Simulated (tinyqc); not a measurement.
One dielectric constant for an anisotropic host? Model: finite-size error of a charged defect in a periodic cell: Madelung and Makov-Payne terms. Computed by tinyqc, a small Python program. Command: `OMP_NUM_THREADS=1 python tinyqc.py 3010140 3010141 out.jsonl imagecharge walk`. One thread of a shared host (Intel(R) Xeon(R) Processor @ 2.30GHz), about 0.07 s of CPU time with the checks.

L is the cube root of the cell volume. The defect charge is a Gaussian, rho(r) = q (2 pi sigma^2)^(-3/2) exp(-r^2/2 sigma^2), repeated periodically in a uniform neutralising background and screened by a continuum. The model cell energy is E(L) = E_0 + [periodic - isolated electrostatic energy].

Inputs (values chosen for the exercise, for a model uniaxial host):
```
quantity                    value      unit
charge q                        1         e
cell length L                18.9  angstrom
dielectric constant eps_xy     10         -
dielectric constant eps_z    8.03         -
axis ratio c/a               1.29         -
```

Supercell lattice: hexagonal. Screening: uniaxial.

Constants: e^2/(4 pi eps_0) = 14.39964548 eV angstrom.

Method:
- Cell vectors: (1,0,0), (-1/2,sqrt(3)/2,0), (0,0,c/a), scaled to volume L^3.
- Ewald sum for a unit point charge: scale each Cartesian component of the cell by 1/sqrt(eps_i), giving R', G' and V'; E = [ (1/2) sum erfc(eta R')/R' + (2 pi/V') sum exp(-G'^2/4 eta^2)/G'^2 - eta/sqrt(pi) - pi/(2 V' eta^2) ] e^2/(4 pi eps_0) / sqrt(eps_x eps_y eps_z), over n_i = -6..6, omitting n = (0,0,0), eta = 2/V'^(1/3). alpha = -2 E eps_g L/(e^2/(4 pi eps_0)), eps_g = (eps_x eps_y eps_z)^(1/3).
- The same sum with an isotropic constant in place of the tensor, the means being taken over (eps_xy, eps_xy, eps_z); errors against the tensor result.

cell vectors (rows) (angstrom):
```
         1        2        3
1  18.2147   0.0000   0.0000
2  -9.1073  15.7744   0.0000
3   0.0000   0.0000  23.4969
```

point-charge correction -q^2 E = 0.109057 eV

Point-charge correction:
```
constant          value  correction (eV)  error (meV)
eps_xy           10.000          0.10485       -4.209
eps_z             8.030          0.13057       21.513
arithmetic mean   9.343          0.11222        3.160
geometric mean    9.295          0.11280        3.746
harmonic mean     9.244          0.11342        4.365
```

The tensor gives 0.1091 eV. Closest is arithmetic mean (+3.2 meV) and furthest eps_z (+21.5 meV); anisotropy also changes the effective shape of the cell, which no single constant captures.
